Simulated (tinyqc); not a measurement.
Resistance of a tapered via with liner, size effect and interface: one step of the calculation.

A round via whose diameter grows from db at the bottom as D(z) = db + 2 z/tan(ang). The fill, of diameter D - 2 tl, starts above the bottom liner (thickness fb tl) and has rho = rho0 (1 + ks lam/(D - 2 tl)); the sidewall liner conducts in parallel with it. The bottom liner and the interface are crossed over the full area pi db^2/4. Spreading in the lines above and below is left out.

Problem. Total resistance. R_fill = sum of the slices; R_bottom = rl fb tl/(pi db^2/4); R_interface = ri/(pi db^2/4); ballistic (Sharvin) limit 1/(Sb pi (db - 2 tl)^2/4); ideal cylinder rho0 hv/(pi db^2/4).

Values chosen for this exercise; fill metal close to ruthenium: diameter at the bottom db = 21 nm; height hv = 31 nm; bulk resistivity of the fill rho0 = 7.99 uohm cm; liner on the sidewall tl = 0.2 nm; liner at the bottom over that on the sidewall fb = 0.5; resistivity of the liner rl = 330 uohm cm; interface resistivity at the bottom ri = 3.7e-12 ohm cm^2; ballistic conductance per area, about 3/(4 rho0 lam) Sb = 1.5e15 S/m^2.

slice resistance, slice 0 to 9 (ohm): 0.99868205  0.96424210  0.93153004  0.90043337  0.87084854  0.84268006  0.81583985  0.79024648  0.76582464  0.74250457

Give: parts; R; shares; ballistic limit; ideal cylinder.

Solution.

parts (ohm): fill 8.623, bottom liner 0.9528, interface 1.068
R = 10.64 ohm
shares (%): fill 81.01, bottom liner 8.95, interface 10.04
ballistic limit = 2.000 ohm
ideal cylinder = 7.151 ohm

The fill is the largest part, and R is 1.49 times the ideal cylinder. With 2000 slices R = 10.644 ohm.

tinyqc, about 0.01 s, one thread, Intel Xeon 2.30GHz (shared host): `OMP_NUM_THREADS=1 python tinyqc.py 2750038 2750039 out.jsonl`
